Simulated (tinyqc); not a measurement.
# MOSFET in saturation, small-signal circuit and noise, step by step

tinyqc, about 0.01 s, one thread, Intel Xeon 2.30GHz (shared host): `OMP_NUM_THREADS=1 python tinyqc.py 2150049 2150050 out.jsonl` Printed values are rounded.

Bias by the inversion coefficient IC = I/Ispec (charge-based model with velocity saturation; weak inversion below 0.1, strong above 10). Common-source circuit: gm, gds, Cgs, Cgd and Cj at the inner nodes, Rg in series with the gate; quasi-static, no source or drain resistance, no gate-body capacitance, no substrate network, no induced gate noise, so fmax is an upper estimate.

Values chosen for this exercise:

| symbol | value | unit | meaning |
|---|---|---|---|
| T | 300 | K | temperature |
| L | 90 | nm | gate length |
| W | 80 | um | total gate width |
| Cox | 1.75 | uF/cm^2 | gate capacitance |
| mu | 310 | cm^2/(V s) | mobility |
| n | 1.39 |  | slope factor |
| Ls | 15 | nm | velocity-saturation length |
| sg | 0.052 |  | ratio gds/gm |
| Cov | 0.44 | fF/um | overlap and fringe capacitance per side |
| Cj | 0.42 | fF/um | drain junction capacitance |
| Rsh | 8 | ohm | sheet resistance of the gate |
| Wf | 4 | um | finger width |
| Rc | 200 | ohm um | gate contact and vertical resistance |
| IC | 19 |  | inversion coefficient |
| gw | 0.03 |  | short-channel excess of the noise factor |
| Nt | 4.3e17 | cm^-3 eV^-1 | oxide trap density |
| lt | 0.1 | nm | tunnelling length into the oxide |
| ac | 10000 | V s/C | Coulomb scattering coefficient |
| f | 10 | GHz | signal frequency |

Constants: q = 1.602176634e-19 C, kB = 1.380649e-23 J/K, Vt = kB T/q. Results are converted to the units shown.

## Current, transconductance and gain

Ispec = 2 n mu Cox (W/L) Vt^2, lc = Ls/L, gms = [sqrt((lc IC + 1)^2 + 4 IC) - 1]/[2 + lc (lc IC + 1)], gm = gms Ispec/(n Vt), gds = sg gm.

Ispec = 895.943 uA
I = 17022.9 uA
gms = 3.21489
gm = 80.1564 mS
gds = 4.16813 mS
gm/I = 4.70873 1/V

gm/I is 16.9 % of its weak-inversion limit 1/(n Vt); without velocity saturation (lc = 0) gms would be 3.89.

## Capacitances, gate resistance and cut-off frequencies

qs = [sqrt(1 + 4 IC) - 1]/2, Cgs = Cox W L qs (2 qs + 3)/(3 (qs + 1)^2) + Cov W, Cgd = Cov W, Cd = Cj W, Rg = Rsh (Wf/L)/(12 Nf) + Rc/W with Nf = W/Wf fingers (not rounded) contacted at both ends. fT = gm/(2 pi (Cgs + Cgd)), fmax = fT/(2 sqrt(Rg (gds + 2 pi fT Cgd))).

Cgs = 108.848 fF
Cgd = 35.2 fF
Cd = 33.6 fF
Rg = 3.98148 ohm
fT = 88.5625 GHz
fmax = 143.985 GHz

Overlap and fringe make up 48.9 % of the gate capacitance; fmax is 1.63 times fT.

## Admittance matrix

Inner admittances at w = 2 pi f: y11 = i w (Cgs + Cgd), y12 = -i w Cgd, y21 = gm - i w Cgd, y22 = gds + i w (Cgd + Cd). Invert to Z, add Rg to Z11 and invert back to Y.

inner y (mS):
```
	1	2
1	0.0000+9.0508i	0.0000-2.2117i
2	80.1564-2.2117i	4.1681+4.3228i
```

Y with Rg (mS):
```
	1	2
1	0.3257+9.0391i	-0.0796-2.2088i
2	79.9728-5.0936i	4.2130+5.0271i
```

## Current gain and unilateral power gain

|h21| = |Y21/Y11|; U = |Y21 - Y12|^2/(4 [Re Y11 Re Y22 - Re Y12 Re Y21]). Extrapolated at 20 dB a decade: f |h21| and f sqrt(U).

|h21| = 8.85962
U = 207.317
f |h21| = 88.5962 GHz
f sqrt(U) = 143.985 GHz

f |h21| is 0.038 % above the formula for fT, and f sqrt(U) within 0.01 % of that for fmax.

## Noise at the gate

Channel noise Sid = 4 kB T gam n gm with gam = (1/2 + (2/3) qs)/(1 + qs) + gw lc IC, qs = [sqrt(1 + 4 IC) - 1]/2, lc = Ls/L (the last term an empirical rise with velocity saturation); at the gate, white noise Sw = Sid/gm^2 + 4 kB T Rg. Number fluctuation with correlated mobility: S(f) = K/f, K = q^2 Vt lt Nt/(W L Cox^2) (1 + ac mu Cox I/gm)^2, Vt in eV with Nt per eV. Corner fc = K/Sw. Full shot noise would be 2 q I.

gam = 0.727566
Sid = 1.34304e-21 A^2/Hz
Sid/(2 q I) = 0.246216
sqrt(Sw) = 0.524401 nV/Hz^0.5
K = 5.99384e-11 V^2
fc = 217.961 MHz

The gate resistance gives 24 % of the white noise power.
